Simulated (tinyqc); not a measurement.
Haynes-Shockley experiment: what a collector records, against the sweep field along the drift.

A sheet injected at x = 0, t = 0 gives at x = L the signal n(t) = N0 exp(-t/tau - (L - v t)^2/(4 D t))/sqrt(4 pi D t), D = mu Vt, v = mu F. Its peak lies at tp = [-D + sqrt(D^2 + u^2 L^2)]/u^2, u^2 = v^2 + 4 D/tau; dt is the full width at half height. Simple readings: mobility L/(F tp), diffusion coefficient (L dt/tp)^2/(16 ln 2 tp). Area v times the integral of n over N0: (v/u) exp(L (v - u)/(2 D)).

Values chosen for this exercise:

| symbol | value | unit | meaning |
|---|---|---|---|
| T | 250 | K | temperature |
| mu | 1360 | cm^2/(V s) | minority-carrier mobility |
| tau | 6.2e-5 | s | lifetime |
| L | 1400 | um | distance from injector to collector |

Constants: q = 1.602176634e-19 C, kB = 1.380649e-23 J/K, Vt = kB T/q. Results are converted to the units shown.

Haynes-Shockley experiment: what a collector records, against the sweep field along the drift:

| F (V/cm) | L/v (us) | tp (us) | dt (us) | apparent mobility (cm^2/(V s)) | apparent D (cm^2/s) | area | exp(-L/(v tau)) |
|---|---|---|---|---|---|---|---|
| 0.55 | 187.2 | 78.28 | 99.97 | 3252 | 36.82 | 0.06783 | 0.04886 |
| 0.96 | 107.2 | 66.14 | 76.09 | 2205 | 35.37 | 0.1680 | 0.1774 |
| 1.7 | 60.55 | 48.15 | 45.97 | 1710 | 33.45 | 0.3484 | 0.3766 |
| 2.9 | 35.50 | 31.88 | 24.19 | 1514 | 31.91 | 0.5415 | 0.5641 |
| 5 | 20.59 | 19.58 | 11.45 | 1430 | 30.84 | 0.7056 | 0.7174 |
| 8.7 | 11.83 | 11.55 | 5.129 | 1393 | 30.19 | 0.8213 | 0.8263 |
| 15 | 6.863 | 6.777 | 2.292 | 1377 | 29.81 | 0.8933 | 0.8952 |
| 26 | 3.959 | 3.933 | 1.009 | 1369 | 29.59 | 0.9375 | 0.9381 |

True values: mu = 1360 cm^2/(V s), D = 29.3 cm^2/s. The apparent mobility is 2.39 times the true one in the first row and 0.67 % above it in the last, and the apparent D 26 % above and 1.0 % above D. The peak always comes before L/v, since spreading and decay both weigh down the later part of the signal; the shift is 58 % and 0.66 % in these rows.

tinyqc, about 0.01 s, one thread, Intel Xeon 2.30GHz (shared host): `OMP_NUM_THREADS=1 python tinyqc.py 2310021 2310022 out.jsonl`
